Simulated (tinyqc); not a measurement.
# Mass and degeneracy from charge and saturation current

Question. At high drain voltage only states moving towards the drain are filled: n = (N0/2) F_0(eta), N0 = gv m kB T/(pi hbar^2), F_0(x) = ln(1 + exp x), and I = q (N0/2) vT F_(1/2)(eta) per width, vT = sqrt(2 kB T/(pi m)), F_(1/2)(x) = (2/sqrt(pi)) int_0^infinity u^(1/2)/(1 + exp(u - x)) du. Find eta and m.

Values chosen for this exercise: temperature T = 77 K; valley degeneracy gv = 1.

Constants: q = 1.602176634e-19 C, kB = 1.380649e-23 J/K, hbar = 1.054571817e-34 J s, m0 = 9.1093837015e-31 kg. Results are converted to the units shown.

n = 2.3304812e11 cm^-2
I = 105.56287 uA/um

Solution. The mass drops out of I^2/(q^2 n) = gv (kB T)^2 F_(1/2)^2/(pi^2 hbar^2 F_0), which rises with eta and so fixes it; n then gives m.

eta = 5.42
m = 0.0310 m0

Computed by the program tinyqc: `OMP_NUM_THREADS=1 python tinyqc.py 2400110 2400111 out.jsonl`, one thread of a shared Intel Xeon 2.30GHz, about 0.02 s for the whole run.
